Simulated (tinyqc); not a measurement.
Strain-driven roughening and islands of a mismatched epitaxial film: one step, computed by the program tinyqc. Command: `OMP_NUM_THREADS=1 python tinyqc.py 3027112 3027113 out.jsonl island walk`. One thread of a shared host (Intel(R) Xeon(R) Processor @ 2.30GHz), about 0.01 s of CPU time with the checks.

Film and substrate share isotropic elastic constants; the film is coherent and biaxially strained.

Task: A ripple of given wavelength. A ripple A cos(k x) has the surface chemical potential per volume [gamma k^2 - 2 (1 + nu) w k] A cos(k x), so k_c = 2 (1 + nu) w/gamma. With surface diffusion the amplitude grows at the rate q = B k^2 [2 (1 + nu) w k - gamma k^2], fastest at k_m = (3/4) k_c. B is the surface mobility. Stress at the trough = stress x (1 + 2 k A).

Inputs (values chosen for the exercise, modelled on Si(0.5)Ge(0.5) on Si):
```
quantity                                     value       unit
Poisson ratio nu                              0.27          -
surface energy gamma                          1.19      J/m^2
surface mobility D_s nu_s Omega^2/(k_B T)  9.6e-32  m^6/(J s)
initial ripple amplitude A0                    0.2         nm
ripple wavelength over the critical one       0.89          -
```

Transport: surface diffusion.

k_c = 0.1962667 1/nm

energy density w = 91.95173 MJ/m^3

growth time 1/q at k_m = 0.05593342 s

Give: k; rate q; q over the largest rate; stress concentration at A0.

Result:

k = 0.2205 1/nm

rate q = -29.72 1/s

q over the largest rate = -1.662

stress concentration at A0 = 1.088

The ripple is shorter than critical and decays.
